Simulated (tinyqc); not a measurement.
Hubbard ring of 4 sites, step by step. One step of it, computed by the program tinyqc.

Problem. Mean-field iteration 2. H(up) = T + U n(down), H(down) = T + U n(up); fill the lowest levels; n(new) = n + mixing (n(out) - n); E = tr T (rho up + rho down) + U sum n_up n_down of the output.

one-body matrix (hopping and site energies) (eV), lower triangle:
```
           1          2          3         4
1   0.000000
2  -0.750000   0.000000
3   0.000000  -0.750000   0.000000
4  -0.750000   0.000000  -0.750000  0.000000
```

U = 4.800000 eV

electrons, up and down: 2  2

mixing = 1

n(up) after iteration 1: 1 0.789498, 2 0.210502, 3 0.789498, 4 0.210502

n(down) after iteration 1: 1 0.210502, 2 0.789498, 3 0.210502, 4 0.789498

Give: levels, up; levels, down; energy; n(up) after iteration 2; n(down) after iteration 2.

Solution.

levels, up (eV): 0.3553  1.0104  3.7896  4.4447

levels, down (eV): 0.3553  1.0104  3.7896  4.4447

energy = -0.7860 eV

n(up) after iteration 2: 1 0.9199, 2 0.0801, 3 0.9199, 4 0.0801

n(down) after iteration 2: 1 0.0801, 2 0.9199, 3 0.0801, 4 0.9199
